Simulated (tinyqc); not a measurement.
# p-n heterojunction, non-linear Poisson equation by Newton steps, Boltzmann statistics: effects of single changes

One dimension, material 1 (p-type) at x < 0 and material 2 (n-type) at x > 0. Band edges: Ec = -psi in material 1 and -psi + dEc in material 2, Ev = Ec - Eg. Flat quasi-Fermi levels: 0 for holes, +V for electrons. n = Nc F((EFn - Ec)/Vt), p = Nv F((Ev - EFp)/Vt), with F(eta) = exp(eta) (Boltzmann statistics); full ionisation, no interface charge, classical densities; the doping types are chosen for the exercise.

Parameters, values chosen for the exercise; band and dielectric values those of a made-up pair:
- T = 300 K (temperature)
- Eg1 = 1.48 eV (band gap of material 1)
- er1 = 10.6 (relative permittivity of material 1)
- Nc1 = 4.81e17 cm^-3 (conduction-band density of states of material 1)
- Nv1 = 8.6e18 cm^-3 (valence-band density of states of material 1)
- Eg2 = 1.39 eV (band gap of material 2)
- er2 = 14 (relative permittivity of material 2)
- Nc2 = 6.37e17 cm^-3 (conduction-band density of states of material 2)
- Nv2 = 1.15e19 cm^-3 (valence-band density of states of material 2)
- dEc = -0.25 eV (conduction-band offset Ec2 - Ec1)
- N1 = 6e16 cm^-3 (acceptor density of material 1)
- N2 = 2.2e16 cm^-3 (donor density of material 2)
- V = 0.3 V (bias of side 1 against side 2)

Constants: q = 1.602176634e-19 C, kB = 1.380649e-23 J/K, Vt = kB T/q, eps0 = 8.8541878128e-14 F/cm where lengths are in cm. Results are converted to the units shown.

Each table varies one quantity; the others keep the values above.

## Effect of the acceptor density of material 1

Exact first integral: on each side D^2/(2 eps0 er) = G, G = q [Vt (nI_j - nI_b) + Vt (pI_j - pI_b) - C (psi_j - psi_b)], with C = -N1 or +N2, b the neutral end of that side, and nI, pI the densities themselves. D is continuous, so er1 G1(psi_j) = er2 G2(psi_j) fixes psi_j. Ends from Nv1 F((-psi_L - Eg1)/Vt) = N1 and Nc2 F((V + psi_R - dEc)/Vt) = N2. D is counted positive when psi rises towards material 2. Depletion (Anderson) capacitance C^2 = q eps0 er1 er2 N1 N2/(2 (er1 N1 + er2 N2)(psi_R - psi_L)). -dD/dV is the change of the displacement at the interface with both quasi-Fermi levels flat; it is the terminal capacitance only while neither side holds an inversion layer. n_j and p_j are densities at the interface.

Results:
```
N1 (cm^-3),psi_R - psi_L (V),psi_j - psi_L (V),psi_R - psi_j (V),D/q (cm^-2),n_j in 1 (cm^-3),p_j in 2 (cm^-3),-dD/dV (nF/cm^2),depletion C (nF/cm^2)
3e15,0.6372,0.5576,0.07956,1.367e11,4.830e10,3531,18.58,17.91
7.1e15,0.6595,0.5143,0.1451,2.016e11,3.826e9,4.458e4,26.55,25.51
3.9e16,0.7035,0.3041,0.3994,3.566e11,2.049e5,8.321e8,43.83,42.18
9.2e16,0.7257,0.1876,0.5381,4.176e11,958.1,1.780e11,49.62,47.83
2.2e17,0.7482,0.1067,0.6415,4.578e11,17.55,9.716e12,52.52,50.79
5.1e17,0.7700,0.06239,0.7076,4.818e11,1.361,1.253e14,53.25,51.81
1.2e18,0.7921,0.03745,0.7546,4.984e11,0.2205,7.734e14,52.98,51.89
```

Estimate the missing row, N1 = 1.7e16 cm^-3.

Computed row:
```
N1 (cm^-3),psi_R - psi_L (V),psi_j - psi_L (V),psi_R - psi_j (V),D/q (cm^-2),n_j in 1 (cm^-3),p_j in 2 (cm^-3),-dD/dV (nF/cm^2),depletion C (nF/cm^2)
1.7e16,0.6820,0.4235,0.2585,2.814e11,4.762e7,3.581e6,35.77,34.38
```

With this row back in the table: As N1 goes from 3e15 to 1.2e18, the total bending rises from 0.637 to 0.792 V and the sheet charge D/q rises from 1.37e11 to 4.98e11 cm^-2; the share of the bending in material 1 falls from 87.5 to 4.73 %. The capacitance departs most from the depletion formula at N1 = 7.1e15, where it is 4.1 % above it.

## Effect of the donor density of material 2

Same model as above.

Result of one run:
```
N2 (cm^-3),psi_R - psi_L (V),psi_j - psi_L (V),psi_R - psi_j (V),D/q (cm^-2),n_j in 1 (cm^-3),p_j in 2 (cm^-3),-dD/dV (nF/cm^2),depletion C (nF/cm^2)
8.4e15,0.6897,0.1252,0.5645,2.646e11,131.6,1.295e12,33.17,31.95
```

What becomes of these results when the donor density of material 2 N2 is changed from 8.4e15 to 1.1e15 cm^-3, all else the same?

Result of the changed run:
```
N2 (cm^-3),psi_R - psi_L (V),psi_j - psi_L (V),psi_R - psi_j (V),D/q (cm^-2),n_j in 1 (cm^-3),p_j in 2 (cm^-3),-dD/dV (nF/cm^2),depletion C (nF/cm^2)
1.1e15,0.6372,0.03255,0.6046,9.935e10,3.650,4.673e13,13.26,12.94
```

The whole series:
```
N2 (cm^-3),psi_R - psi_L (V),psi_j - psi_L (V),psi_R - psi_j (V),D/q (cm^-2),n_j in 1 (cm^-3),p_j in 2 (cm^-3),-dD/dV (nF/cm^2),depletion C (nF/cm^2)
1.1e15,0.6372,0.03255,0.6046,9.935e10,3.650,4.673e13,13.26,12.94
2.2e15,0.6551,0.05020,0.6049,1.404e11,7.222,2.361e13,18.37,17.83
4.3e15,0.6724,0.07839,0.5940,1.944e11,21.49,7.935e12,24.93,24.09
8.4e15,0.6897,0.1252,0.5645,2.646e11,131.6,1.295e12,33.17,31.95
1.7e16,0.7080,0.2046,0.5034,3.544e11,2829,6.028e10,43.26,41.66
3.3e16,0.7251,0.3092,0.4159,4.463e11,1.621e5,1.052e9,53.09,51.16
6.5e16,0.7426,0.4325,0.3101,5.347e11,1.913e7,8.913e6,61.99,59.80
1.3e17,0.7606,0.5511,0.2094,6.077e11,1.880e9,9.070e4,68.67,66.30
```

As N2 goes from 1.1e15 to 1.3e17, the total bending rises from 0.637 to 0.761 V and the sheet charge D/q rises from 9.93e10 to 6.08e11 cm^-2; the share of the bending in material 1 rises from 5.11 to 72.5 %. The capacitance departs most from the depletion formula at N2 = 1.7e16, where it is 3.9 % above it.

Computed by the program tinyqc: `OMP_NUM_THREADS=1 python tinyqc.py 2040119 2040120 out.jsonl`, one thread of a shared Intel Xeon 2.30GHz, about 0.04 s for the whole run.
